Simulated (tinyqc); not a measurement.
Width and zero-phonon weight against temperature: configuration-coordinate model of a defect: Huang-Rhys factor and luminescence line shape. Computed by tinyqc, a small Python program. Command: `OMP_NUM_THREADS=1 python tinyqc.py 3022387 3022388 out.jsonl ccline walk`. One thread of a shared host (Intel(R) Xeon(R) Processor @ 2.30GHz), about 0.02 s of CPU time with the checks.

Ground state E_g(Q) = (1/2) omega_g^2 Q^2; excited state E_e(Q) = E_0 + (1/2) omega_e^2 (Q - dQ)^2 with E_0 = E_ZPL - (hbar omega_e - hbar omega_g)/2. Q is mass-weighted; the dipole does not depend on Q (Condon approximation).

Inputs (values chosen for the exercise, for a model defect in a wide-gap host):
```
quantity                           value              unit
zero-phonon energy E_ZPL            1.67                eV
displacement dQ                     2.89  u^(1/2) angstrom
ground-state phonon hbar omega_g    14.4               meV
excited-state phonon hbar omega_e   10.8               meV
```

Modes: different frequencies.

Constants: hbar^2/u = 4.18015928e-03 eV angstrom^2; k_B = 8.617333262e-05 eV/K.

Method:
- S = hbar omega dQ^2/(2 hbar^2/u) for each state; relaxation energy S hbar omega; absorption at E_0 + S_e hbar omega_e, emission at E_0 - S_g hbar omega_g; the Stokes shift is their difference.
- Overlaps <m_e|n_g> of harmonic-oscillator functions (Hermite recursion, positive leading coefficients) by a sum over an even grid (700 points from x = -9 to 9 + d for the small table, 1500 points from -16 to 16 + d for the thermal sums), with x = Q sqrt(omega_g/hbar), d = sqrt(2 S_g) and frequency ratio omega_e/omega_g.
- Initial levels m = 0..24 carry Boltzmann weights exp(-m hbar omega_e/k_B T), normalised; final levels n = 0..79; a line lies at E_ZPL + m hbar omega_e - n hbar omega_g with weight w_m <m|n>^2. Moments are taken over these weights without the E^3 factor; FWHM = 2 sqrt(2 ln 2) x standard deviation; the zero-phonon weight is w_0 <0|0>^2, since the other m -> m lines are offset by m (hbar omega_e - hbar omega_g).
- For comparison: FWHM(0) sqrt(coth(hbar omega_e/2 k_B T)) with FWHM(0) from the first row, and exp(-S_g coth(hbar omega_e/2 k_B T)).

S_g = 14.3858

Against temperature:
```
T (K)  mean energy (eV)  FWHM (eV)  coth law (eV)  zero-phonon weight  exp(-S coth)
6.3              1.4625    0.14868        0.14868          4.3688e-06    5.6534e-07
19.0             1.4625    0.14888        0.14888          4.3628e-06    5.4353e-07
38.0             1.4624    0.15429        0.15427          4.2073e-06    1.8744e-07
63.0             1.4619    0.17068        0.17062          3.7712e-06    5.9196e-09
100.0            1.4609    0.19961        0.19944          3.1212e-06    5.7257e-12
150.0            1.4593    0.23695        0.23655          2.4743e-06    1.5304e-16
210.0            1.4574    0.27690        0.27615          1.9635e-06    2.7864e-22
```

What does the comparison show, and why?

The width grows by a factor 1.86, flat while k_B T is well below hbar omega and as sqrt(T) above; the coth law, exact only for equal frequencies, misses by at most 0.27 %. The mean energy moves by -5.1 meV because the frequencies differ. The zero-phonon weight goes from 4.37e-6 to 1.96e-6, against 5.65e-7 to 2.79e-22 for the exponential rule, which assumes many modes of equal frequency in both states.
